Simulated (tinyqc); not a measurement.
From T_e back to ionisation energy E_iz: global model of a low-pressure process discharge: electron temperature, density, ion flux and ion energy. Computed by tinyqc, a small Python program. Command: `OMP_NUM_THREADS=1 python tinyqc.py 3113371 3113372 out.jsonl plasma inv`. One thread of a shared host (Intel(R) Xeon(R) Processor @ 2.30GHz), about 0.01 s of CPU time with the checks.

Maxwellian electrons with temperature T_e in eV, one positive ion, no negative ions, uniform bulk density n; rate constants have the Arrhenius form.

Inputs (values chosen for the exercise, of the order of those of an inductive discharge in a simple atomic gas):
```
quantity,value,unit
ion mass M,40,u
ionisation prefactor K0,4e-14,m^3/s
ion-neutral cross section,1.1e-18,m^2
pressure p,0.91,Pa
gas temperature T_g,400,K
radius R,12,cm
height L,17,cm
```

Constants: k_B = 1.380649e-23 J/K; e = 1.602176634e-19 C; u = 1.6605390666e-27 kg.

Method:
- n_g = p/(k_B T_g); lambda_i = 1/(n_g sigma); h_L = 0.86/sqrt(3 + L/(2 lambda_i)), h_R = 0.8/sqrt(4 + R/lambda_i); A_eff = 2 pi R^2 h_L + 2 pi R L h_R; d_eff = pi R^2 L/A_eff.
- Particle balance: K0 exp(-E_iz/T_e) n_g d_eff = u_B, u_B = sqrt(e T_e/M).
- Root found by bracketing.

Question. A run gave the result below. Find the ionisation energy E_iz, known to lie between 8.9 and 25 eV.

T_e = 2.255543 eV

Answer.

Each step takes the trial c = (a f_b - b f_a)/(f_b - f_a), f being the result less the target and a, b, c the logarithms of the listed values; c replaces end b, the old b replaces a if the sign of f changed, and otherwise f_a is halved.

Scan of the range:
```
ionisation energy E_iz (eV),T_e (eV)
8.9,1.34912
10.6,1.63020
12.6,1.96611
14.9,2.35848
17.7,2.84380
21.0,3.42519
25.0,4.14177
```

False position (Illinois rule, in the logarithm of the input) inside the bracket:
```
step,end a,end b,trial,T_e (eV)
1,12.6000,14.9000,14.2588,2.24849
2,14.9000,14.2588,14.2991,2.25539
3,14.9000,14.2991,14.3009,2.25569
4,14.2991,14.3009,14.3000,2.25554
5,14.3009,14.3000,14.3000,2.25554
```

T_e rises at every point of a 13-point scan of the range (every second point is shown), so one value fits; it is bracketed by 12.6 and 14.9. Answer: ionisation energy E_iz = 14.30 eV.
